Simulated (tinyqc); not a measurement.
Radius, Mott density and mass from the binding energy.

Inverse problem. A donor has the isolated binding energy E0 = cc Ry, Ry = (m0 q^3/(8 eps0^2 h^2)) me/eps_r^2 in eV, radius a = q/(8 pi eps0 eps_r E0) and Mott density (0.26/a)^3. Find a, the Mott density and me.

Inputs (values chosen for the exercise):
- eps_r = 12.1 (relative permittivity)
- cc = 1 (ratio of the true binding energy to the hydrogenic one)

Constants: q = 1.602176634e-19 C, eps0 = 8.8541878128e-12 F/m, h = 6.62607015e-34 J s, m0 = 9.1093837015e-31 kg. Results are converted to the units shown.

E0 = 27.413971 meV

Solution. Each follows directly from E0.

a = 2.17 nm
Mott density = 1.72e18 cm^-3
me = 0.295 m0

Numbers from tinyqc (`OMP_NUM_THREADS=1 python tinyqc.py 2330080 2330081 out.jsonl`; about 0.01 s on one thread of a shared Intel Xeon 2.30GHz).
